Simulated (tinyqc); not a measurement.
A log to judge: collinear exchange A + BC -> AB + C on a London-Eyring-Polanyi-Sato surface: saddle, string of images and rate. Computed by tinyqc. Command: `OMP_NUM_THREADS=1 python tinyqc.py 3112348 3112349 out.jsonl leps walk`. One thread of a shared host (Intel(R) Xeon(R) Processor @ 2.30GHz), about 0.6 s of CPU time with the checks.

x = r(AB), y = r(BC), r(AC) = x + y. V is counted from separated atoms, the barrier from A + BC, that is V + D(BC).

Inputs (values chosen for the exercise, for a model exchange):
```
quantity            value           unit
D(AB)                 4.7             eV
r0(AB)               1.07       angstrom
beta(AB)             1.91     1/angstrom
D(BC)                3.53             eV
r0(BC)              0.933       angstrom
beta(BC)             1.75     1/angstrom
D(AC)                3.33             eV
r0(AC)               1.69       angstrom
beta(AC)             1.64     1/angstrom
Sato parameter S     0.17              -
step of the string    0.2  angstrom^2/eV
```

Method. For each pair, with u = exp(-beta (r - r0)): Q = D [(3 + S) u^2 - (2 + 6 S) u]/(4 (1 + S)), J = D [(1 + 3 S) u^2 - (6 + 2 S) u]/(4 (1 + S)); V = Q1 + Q2 + Q3 - sqrt(((J1 - J2)^2 + (J2 - J3)^2 + (J3 - J1)^2)/2). String of 9 images between the fixed ends (r0(AB) + 2, r0(BC)) and (r0(AB), r0(BC) + 2), started on the two straight legs through (r0(AB) + 0.3, r0(BC) + 0.3): each iteration moves the inner images by -step x gradient (central differences) and spaces them evenly again along the broken line (coordinates are kept between 0.2 and 8 angstrom); stop when no coordinate changes by more than 1e-5 angstrom, at most 400 iterations.

Course:
```
iteration  highest inner image above A + BC (eV)  largest move (angstrom)
1                                        11.3547                  0.65459
2                                         3.1841                  7.43459
3                                         3.2102                  3.27506
4                                         3.1460                  0.77809
5                                         3.1014                  1.19906
6                                         3.0202                  0.78201
7                                         2.9132                  0.78552
...                                          ...                      ...
394                                       2.7928                  1.09236
395                                       2.7298                  0.79557
396                                       2.6314                  0.99225
397                                       3.2421                  2.04487
398                                       3.1624                  0.78273
399                                       2.7656                  0.72728
400                                       2.9715                  2.48300
```

Images at the end:
```
image  x (angstrom)  y (angstrom)  V + D(BC) (eV)
0           3.07000       0.93300         0.00759
1           4.27031       1.85347         2.26114
2           3.57580       1.01839         0.07045
3           2.24589       1.40652         1.11266
4           2.25900       1.22562         0.58827
5           3.79693       1.71948         1.97327
6           4.20971       2.17225         2.76929
7           2.63985       2.55263         2.97149
8           1.07000       2.93300        -1.16179
```

Can the last value be used, and what does the course show?

No. Not converged in 400 iterations: the residual wanders without falling. The step exceeds 2/k = 0.058 angstrom^2/eV for the stiffer bond (k = 2 D beta^2), the limit of plain descent. Reruns converge with step of the string = 0.01; or with step of the string = 0.02.
